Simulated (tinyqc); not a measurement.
Worked calculation: RHF in the sto-3g basis, for H4, spin multiplicity 1. One step of it, computed by the program tinyqc.

Task: Iteration 2: building the Fock matrix. J_ij = sum D_kl (ij|kl), K_ij = sum D_kl (ik|jl); F = H + J - 0.5 K; E = tr D H + tr D J / 2 - 0.25 tr D K + E_nn.

D after iteration 1, order 1H 1s, 2H 1s, 3H 1s, 4H 1s:
$$\begin{pmatrix}
0.733709 & 0.733709 & -0.273212 & -0.273212 \\
0.733709 & 0.733709 & -0.273212 & -0.273212 \\
-0.273212 & -0.273212 & 0.733709 & 0.733709 \\
-0.273212 & -0.273212 & 0.733709 & 0.733709
\end{pmatrix}$$

core Hamiltonian H = T + V (hartree), order 1H 1s, 2H 1s, 3H 1s, 4H 1s:
$$\begin{pmatrix}
-1.799916 & -1.272524 & -0.782517 & -0.576504 \\
-1.272524 & -1.799916 & -0.576504 & -0.782517 \\
-0.782517 & -0.576504 & -1.799916 & -1.272524 \\
-0.576504 & -0.782517 & -1.272524 & -1.799916
\end{pmatrix}$$

Two-electron integrals (ij|kl) in chemists' order, unique and non-zero (hartree):
```
(11|11) 0.774606   (21|11) 0.378635   (21|21) 0.224981   (22|11) 0.525909
(22|21) 0.378635   (22|22) 0.774606   (31|11) 0.198854   (31|21) 0.103646
(31|22) 0.153093   (31|31) 0.072251   (32|11) 0.122204   (32|21) 0.074355
(32|22) 0.127869   (32|31) 0.045525   (32|32) 0.032765   (33|11) 0.396350
(33|21) 0.217863   (33|22) 0.337102   (33|31) 0.198854   (33|32) 0.127869
(33|33) 0.774606   (41|11) 0.127869   (41|21) 0.074355   (41|22) 0.122204
(41|31) 0.045525   (41|32) 0.032411   (41|33) 0.122204   (41|41) 0.032765
(42|11) 0.153093   (42|21) 0.103646   (42|22) 0.198854   (42|31) 0.056118
(42|32) 0.045525   (42|33) 0.153093   (42|41) 0.045525   (42|42) 0.072251
(43|11) 0.217863   (43|21) 0.130029   (43|22) 0.217863   (43|31) 0.103646
(43|32) 0.074355   (43|33) 0.378635   (43|41) 0.074355   (43|42) 0.103646
(43|43) 0.224981   (44|11) 0.337102   (44|21) 0.217863   (44|22) 0.396350
(44|31) 0.153093   (44|32) 0.122204   (44|33) 0.525909   (44|41) 0.127869
(44|42) 0.198854   (44|43) 0.378635   (44|44) 0.774606
```

nuclear repulsion = 2.74278704 hartree

Give: Coulomb J; exchange K; Fock matrix F; total energy of this density.

Result:

Coulomb J (hartree), order 1H 1s, 2H 1s, 3H 1s, 4H 1s:
$$\begin{pmatrix}
2.039 & 1.202 & 0.701 & 0.500 \\
1.202 & 2.039 & 0.500 & 0.701 \\
0.701 & 0.500 & 2.039 & 1.202 \\
0.500 & 0.701 & 1.202 & 2.039
\end{pmatrix}$$

exchange K (hartree), order 1H 1s, 2H 1s, 3H 1s, 4H 1s:
$$\begin{pmatrix}
1.157 & 0.991 & 0.416 & 0.378 \\
0.991 & 1.157 & 0.378 & 0.416 \\
0.416 & 0.378 & 1.157 & 0.991 \\
0.378 & 0.416 & 0.991 & 1.157
\end{pmatrix}$$

Fock matrix F (hartree), order 1H 1s, 2H 1s, 3H 1s, 4H 1s:
$$\begin{pmatrix}
-0.340 & -0.566 & -0.290 & -0.266 \\
-0.566 & -0.340 & -0.266 & -0.290 \\
-0.290 & -0.266 & -0.340 & -0.566 \\
-0.266 & -0.290 & -0.566 & -0.340
\end{pmatrix}$$

total energy of this density = -2.04902 hartree
